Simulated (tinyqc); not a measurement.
# Resistance of a source-drain extension with a graded tip: what changes with what

y runs along the channel, the gate covers y > 0. The doping is N0 for y < y0 and N0 10^(-(y - y0)/la) beyond, uniform over the depth xj. Sheet conductance s(y) = q mu(N) max(N - Nch, 0) xj + (for y > 0) ma Cox Vo, with mu(N) = u0 + (u1 - u0)/(1 + (N/Nr)^au) and Cox = eps0 eox/tox. Current is taken as one-dimensional; depletion of the tip, spreading and the contact are left out. The metallurgical junction lies at yj, where N = Nch.

Inputs (values chosen for the exercise); mobility law close to that of holes in silicon:
```
symbol    value        unit                                                                 meaning
eox        7.45              relative permittivity of the gate insulator (close to silicon nitride)
tox         5.3          nm                                                     insulator thickness
N0       1.2e20       cm^-3                        active doping of the extension far from the gate
la          3.4   nm/decade                                                      lateral abruptness
y0          2.5          nm          position under the gate where the fall begins (gate edge at 0)
xj           22          nm                                                  depth of the extension
Nch      5.2e17       cm^-3                                                          channel doping
Ls           17          nm                                                           spacer length
Vo         0.44           V                                                          gate overdrive
ma           60  cm^2/(V s)                                      mobility of the gate-induced layer
u1        470.5  cm^2/(V s)                                                  mobility at low doping
u0         44.9  cm^2/(V s)                                                 mobility at high doping
Nr      2.23e17       cm^-3                                                        reference doping
au        0.719                                                                            exponent
Lg           45          nm                                                             gate length
```

Constants: q = 1.602176634e-19 C, eps0 = 8.8541878128e-14 F/cm where lengths are in cm. Results are converted to the units shown.

Each table varies one quantity; the others keep the values above.

## Abruptness at a fixed junction position

R_spacer = integral of dy/s from -Ls to 0, R_ov from 0 to yj, R_channel = (Lg - 2 yj)/(ma Cox Vo), R_total = 2 R_spacer + 2 R_ov + R_channel. Electrical length L_eff = ma Cox dR_total/d(1/Vo); R_series = R_total - L_eff/(ma Cox Vo). y0 is moved with la so that yj stays at 10.535 nm.

The same in every row: yj (nm) = 10.53; R_channel (ohm um) = 728.3.

Results:
```
la (nm/decade),R_spacer (ohm um),R_ov (ohm um),R_total (ohm um),L_eff (nm),R_series (ohm um)
1,8.158,20.76,786.2,24.46,41.74
2.3,8.158,41.28,827.2,25.14,62.06
3.6,8.158,61.80,868.2,25.82,82.38
4.9,8.293,82.19,909.3,26.50,102.7
7.4,15.10,115.4,989.3,27.78,143.9
8.7,22.83,129.1,1032,28.40,167.8
10,33.10,141.0,1076,29.00,194.0
```

Estimate the missing row, la = 6.1 nm/decade.

Computed row:
```
la (nm/decade),R_spacer (ohm um),R_ov (ohm um),R_total (ohm um),L_eff (nm),R_series (ohm um)
6.1,10.21,99.32,947.4,27.12,121.9
```

With this row back in the table: As la goes from 1 to 10 nm/decade, R_total rises from 786 to 1080 ohm um, R_spacer rises from 8.16 to 33.1 ohm um and R_ov rises from 20.8 to 141 ohm um. R_total changes on average by 32.3 ohm um for each nm/decade. L_eff exceeds the metallurgical length by 0.529 nm in the first row and 5.07 nm in the last, since the gate also controls the lightly doped tips.

## Effect of the gate overdrive

Same model as above.

The same in every row: yj (nm) = 10.53; R_spacer (ohm um) = 8.158.

Result of one run:
```
Vo (V),R_ov (ohm um),R_channel (ohm um),R_total (ohm um),L_eff (nm),R_series (ohm um)
0.9,41.05,356.1,454.5,26.88,54.59
```

What becomes of these results when the gate overdrive Vo is changed from 0.9 to 0.45 V, all else the same?

Result of the changed run:
```
Vo (V),R_ov (ohm um),R_channel (ohm um),R_total (ohm um),L_eff (nm),R_series (ohm um)
0.45,58.04,712.1,844.5,25.75,78.35
```

The whole series:
```
Vo (V),R_ov (ohm um),R_channel (ohm um),R_total (ohm um),L_eff (nm),R_series (ohm um)
0.15,91.52,2136,2336,24.68,132.3
0.3,69.55,1068,1224,25.26,96.00
0.45,58.04,712.1,844.5,25.75,78.35
0.6,50.56,534.1,651.5,26.17,67.51
0.75,45.17,427.3,533.9,26.54,60.06
0.9,41.05,356.1,454.5,26.88,54.59
1.05,37.76,305.2,397.0,27.18,50.38
1.2,35.06,267.0,353.5,27.46,47.03
```

As Vo goes from 0.15 to 1.2, R_total falls from 2340 to 353 ohm um, L_eff rises from 24.7 to 27.5 nm and R_series falls from 132 to 47.0 ohm um. Both extracted quantities depend on the overdrive at which they are taken.

Program tinyqc, `OMP_NUM_THREADS=1 python tinyqc.py 2282252 2282253 out.jsonl`; Intel Xeon 2.30GHz, shared host, one thread, about 0.04 s.
